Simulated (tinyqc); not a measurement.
# p-n diode with diffusion and depletion-layer recombination, step by step

Computed by the program tinyqc: `OMP_NUM_THREADS=1 python tinyqc.py 2260111 2260112 out.jsonl`, one thread of a shared Intel Xeon 2.30GHz, about 0.01 s for the whole run. Printed values are rounded.

Abrupt junction in the depletion approximation, low injection, full ionisation, neutral widths fixed, ohmic contact on the p side. Vj is the junction voltage; where a series resistance Rs is given, V = Vj + J Rs is the terminal voltage.

Values chosen for this exercise; band and dielectric values close to those of silicon: temperature T = 300 K; band gap Eg = 1.12 eV; relative permittivity eps_r = 11.5; conduction-band density of states at T Nc = 2.81e19 cm^-3; valence-band density of states at T Nv = 2.7e19 cm^-3; acceptor density Na = 1.4e16 cm^-3; donor density Nd = 2.8e15 cm^-3; electron mobility in the p side mun = 940 cm^2/(V s); hole mobility in the n side mup = 380 cm^2/(V s); electron lifetime tn = 2e-8 s; hole lifetime tp = 5e-9 s; neutral width of the p side wp = 0.49 um; neutral width of the n side wn = 2 um; recombination velocity at the n contact Sp = 1e7 cm/s; series resistance Rs = 0.0006 ohm cm^2; trap level above the intrinsic level Et = 0.17 eV; junction voltage at which recombination is evaluated Vj = 0.38 V; terminal voltage V = 0.65 V.

Constants: q = 1.602176634e-19 C, kB = 1.380649e-23 J/K, Vt = kB T/q, eps0 = 8.8541878128e-14 F/cm where lengths are in cm. Results are converted to the units shown.

Range of the model: At the terminal voltage used the injected minority density exceeds a tenth of the lighter doping, so the low-injection formulas overstate the current.

## Diffusion lengths and saturation currents

ni = sqrt(Nc Nv) exp(-Eg/(2 Vt)), Eg in volts; D = mu Vt; Ln = sqrt(Dn tn), Lp = sqrt(Dp tp); J0n = q ni^2 Dn coth(wp/Ln)/(Ln Na); J0p = (q ni^2 Dp/(Lp Nd)) (s + tanh(wn/Lp))/(1 + s tanh(wn/Lp)), s = Sp Lp/Dp.

ni = 1.07758e10 cm^-3
Ln = 6.97150 um
Lp = 2.21628 um
J0n = 6.60117e-10 A/cm^2
J0p = 4.09264e-10 A/cm^2

wp/Ln = 0.070 and wn/Lp = 0.90; electrons carry 61.7 % of the diffusion current.

## Recombination in the depleted layer

ni = sqrt(Nc Nv) exp(-Eg/(2 Vt)), Eg in volts. Vbi = Vt ln(Na Nd/ni^2), W = sqrt(2 eps0 eps_r (Vbi - Vj)(1/Na + 1/Nd)/q), xp = W Nd/(Na + Nd), xn = W Na/(Na + Nd); u(x) = q Na (x + xp)^2/(2 eps0 eps_r) for x < 0 and Vbi - Vj - q Nd (xn - x)^2/(2 eps0 eps_r) for x > 0; p = Na exp(-u/Vt), n = Nd exp((u - Vbi + Vj)/Vt); U = ni^2 (exp(Vj/Vt) - 1)/(tp (n + ni exp(Et/Vt)) + tn (p + ni exp(-Et/Vt))); J_scr = q times the integral of U from -xp to xn. Trapezoid rule on 13 equal steps.

W = 408.440 nm
x, point 0 to 13 (nm): [-68.073, -36.655, -5.236, 26.182, 57.601, 89.019, 120.437, 151.856, 183.274, 214.693, 246.111, 277.530, 308.948, 340.367]
u, point 0 to 13 (V): [0.000000, 0.010873, 0.043490, 0.088793, 0.130108, 0.167075, 0.199693, 0.227961, 0.251881, 0.271452, 0.286673, 0.297546, 0.304069, 0.306244]
n, point 0 to 13 (cm^-3): [2.00673e10, 3.05591e10, 1.07918e11, 6.22499e11, 3.07760e12, 1.28595e13, 4.54128e13, 1.35541e14, 3.41903e14, 7.28912e14, 1.31337e15, 2.00003e15, 2.57411e15, 2.8e15]
p, point 0 to 13 (cm^-3): [1.4e16, 9.19342e15, 2.60330e15, 4.51314e14, 9.12861e13, 2.18470e13, 6.18641e12, 2.07275e12, 8.21701e11, 3.85427e11, 2.13910e11, 1.40469e11, 1.09141e11, 1.00337e11]
U, point 0 to 13 (cm^-3 s^-1): [1.00323e18, 1.52763e18, 5.39183e18, 3.09816e19, 1.49455e20, 5.20359e20, 7.21372e20, 3.70722e20, 1.59209e20, 7.61169e19, 4.25040e19, 2.79777e19, 2.17592e19, 2.00092e19]
J_scr = 0.00107617 A/cm^2

With 2000 steps J_scr = 0.001077 A/cm^2; the coarse value is 0.048 % below it. U is largest at x = 120 nm among these points; the peak lies where tp n = tn p. On the fine grid U peaks at 7.514e20 cm^-3 s^-1, and J_scr/(q U_max) is 21.9 % of W, the effective width of the recombining zone.

## Starting value

Vj = Vt ln(V/(Rs J0)), the value at which all of V would drop over Rs.

Vj at the start = 0.714652 V

## Iteration 1: new Vj

J0 = J0n + J0p = 1.06938e-9 A/cm^2

Diffusion current alone: J = J0 (exp(Vj/Vt) - 1), g = Vj + J Rs - V, g' = 1 + Rs J0 exp(Vj/Vt)/Vt, Vj(new) = Vj - g/g'.

J = 1083.33 A/cm^2
g = 0.714652 V
g' = 26.1431
Vj after iteration 1 = 0.687316 V

## Iteration 2: new Vj

As before.

J = 376.301 A/cm^2
g = 0.263097 V
g' = 9.73358
Vj after iteration 2 = 0.660286 V

## Course of the iteration

Stop when the step is below 1e-10 V, or after 80 iterations.

Course of the iteration:
```
iteration  Vj before the step (V)  step (V)
1                        0.714652   -0.0273
2                        0.687316   -0.0270
3                        0.660286   -0.0220
4                        0.638259  -9.57e-3
5                        0.628685  -1.08e-3
6                        0.627604  -1.08e-5
7                        0.627593  -1.05e-9
8                        0.627593         0
```

Converged in 8 iterations.
